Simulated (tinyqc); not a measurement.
## FinFET, parasitic resistance, capacitance and delay: effect of the contacted gate pitch

Nf fins under one contact; each has gated perimeter p = 2 Hf + Wf and cross-section A = Hf Wf; contact width Wc = Nf pf, stack height Hs = Hf. Contact length Lc = CPP - Lg - 2 Lsp, shared by two neighbouring gates. Source and drain sides are equal. The formulas are first-order estimates, not field solutions.

Epitaxy sheet resistance Rsh = re/te, transfer length LT = sqrt(rc/Rsh), contact Rc = [sqrt(rc Rsh)/Wc] coth(Lc/(2 LT)); extension of one fin Rx = rx Lsp/A. With N fins: gate Cg = Cinv p N Lg; per side, plate Cp = ks eps0 [Wc (Hs + Hc) - N A]/Lsp, top fringe Cf = (2/pi) ks eps0 Wc ln(1 + Lg/(2 Lsp)), overlap Co = Cinv p N Lov. One fin: I = p Q vx u/(1 + |u|^1.8)^(1/1.8), Q = Cinv n Vt ln(1 + exp((Vg' - VT + dl Vd')/(n Vt))), u = Vd' mu/(vx Lg), Vg' = Vgs - v, Vd' = Vds - 2 v, with the drop on each side v = Rc (sum of I) + Rx I. Ieff = [I(Vgs = Vdd, Vds = Vdd/2) + I(Vdd/2, Vdd)]/2, total currents. With Cs = Cp + Cf + Co, the load of an inverter of two such devices driving an equal one is CL = 2 (Cg + 2 Cs) + 4 Cs + Cw (own drains counted twice for the Miller effect); delay CL Vdd/(2 Ieff).

Parameters, values chosen for the exercise; values close to those of silicon logic devices:
```
symbol,value,unit,meaning
T,300,K,temperature
Nf,2,,number of fins
Hf,35,nm,fin height
Wf,5,nm,fin width
pf,27,nm,fin pitch
Lg,18,nm,gate length
Lsp,4,nm,spacer length
ks,7,,relative permittivity of the spacer
Hc,15,nm,gate height above the channel stack
rc,1.8e-9,ohm cm^2,contact resistivity
re,0.00033,ohm cm,resistivity of the source-drain epitaxy
te,15,nm,current-carrying depth of the epitaxy
rx,0.00071,ohm cm,resistivity of the extension
Lov,0.5,nm,gate overlap
Cinv,2.7,uF/cm^2,inversion capacitance
vx,1.3e7,cm/s,injection velocity
mu,240,cm^2/(V s),apparent mobility
VT,0.25,V,threshold at zero drain voltage
dl,0.028,V/V,barrier lowering
n,1.25,,subthreshold factor
Cw,0.22,fF,wire load
Vdd,0.8,V,supply voltage
```

Constants: q = 1.602176634e-19 C, kB = 1.380649e-23 J/K, eps0 = 8.8541878128e-12 F/m, Vt = kB T/q. Results are converted to the units shown.

The same in every row: Rx/N (ohm) = 81.14; CL (aF) = 693.4.

Effect of the contacted gate pitch:

| CPP (nm) | Rc (ohm) | Ieff (uA) | delay (ps) |
|---|---|---|---|
| 36 | 673.4 | 119.0 | 2.330 |
| 42 | 427.5 | 137.8 | 2.013 |
| 48 | 317.8 | 147.0 | 1.887 |
| 54 | 256.8 | 152.4 | 1.820 |
| 60 | 218.6 | 155.9 | 1.779 |
| 66 | 193.0 | 158.3 | 1.753 |
| 72 | 174.9 | 159.9 | 1.734 |
| 78 | 161.7 | 161.2 | 1.721 |

What does the table show?

As CPP goes from 36 to 78 nm, Ieff rises from 119 to 161 uA, CL stays at 693 aF and the delay falls from 2.33 to 1.72 ps. Only the contact length changes, so the capacitance stays and the pitch acts through Rc.

tinyqc, about 0.03 s, one thread, Intel Xeon 2.30GHz (shared host): `OMP_NUM_THREADS=1 python tinyqc.py 2170032 2170033 out.jsonl`
